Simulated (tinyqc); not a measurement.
Strained alloy layer of GaSb and GaAs on (001) InP, model-solid band line-up: one step of the calculation.

The layer is x parts of the first compound and 1 - x of the second, grown coherently on the third as substrate and barrier. Rows of the table: lattice constant a, average valence level Ea on an absolute scale, spin-orbit splitting so, gaps at Gamma, X and L, hydrostatic deformation potentials av and ac (Gamma), shear potential b, elastic constants, electron and heavy-hole (along z) masses. All are interpolated linearly in x; gaps get -C x (1 - x), taken wholly in the conduction band; real line-ups can differ from this model by 0.1 eV or more.

Question. Relaxed alloy and strain. In-plane strain e = (a_substrate - a)/a, e_z = -2 (c12/c11) e, volume change 2 e + e_z.

Inputs (values chosen for the exercise): fraction of the first compound in the layer x = 0.56; bowing of the Gamma gap CG = 1.43 eV; bowing of the X gap CX = 1.2 eV; bowing of the L gap CL = 1.2 eV.

Binary compounds, values chosen for the exercise:
```
              close to GaSb  close to GaAs  close to InP
a (angstrom)          6.096          5.653         5.869
Ea (eV)               -6.25          -6.92         -7.04
so (eV)               0.749          0.337          0.11
EG (eV)               0.717           1.44          1.35
EX (eV)                1.05           1.91          2.22
EL (eV)               0.808            1.7          1.95
av (eV)                0.79           1.17          1.28
ac (eV)                -6.8          -7.25         -5.02
b (eV)                -1.99          -1.71          -1.7
c11 (GPa)              89.4            119           102
c12 (GPa)              40.1           53.3          56.5
me (m0)              0.0385         0.0672        0.0799
mh (m0)               0.248          0.352         0.534
```

Wanted: a; Gamma gap; X gap; L gap; e; e_z; volume change.

Answer.

a = 5.901 angstrom
Gamma gap = 0.6828 eV
X gap = 1.133 eV
L gap = 0.9048 eV
e = -0.5436 %
e_z = 0.4873 %
volume change = -0.5999 %

The relaxed alloy has its lowest gap at Gamma (direct). The layer is under compressive in-plane strain.

Program tinyqc, `OMP_NUM_THREADS=1 python tinyqc.py 2690013 2690014 out.jsonl`; Intel Xeon 2.30GHz, shared host, one thread, about 0.01 s.
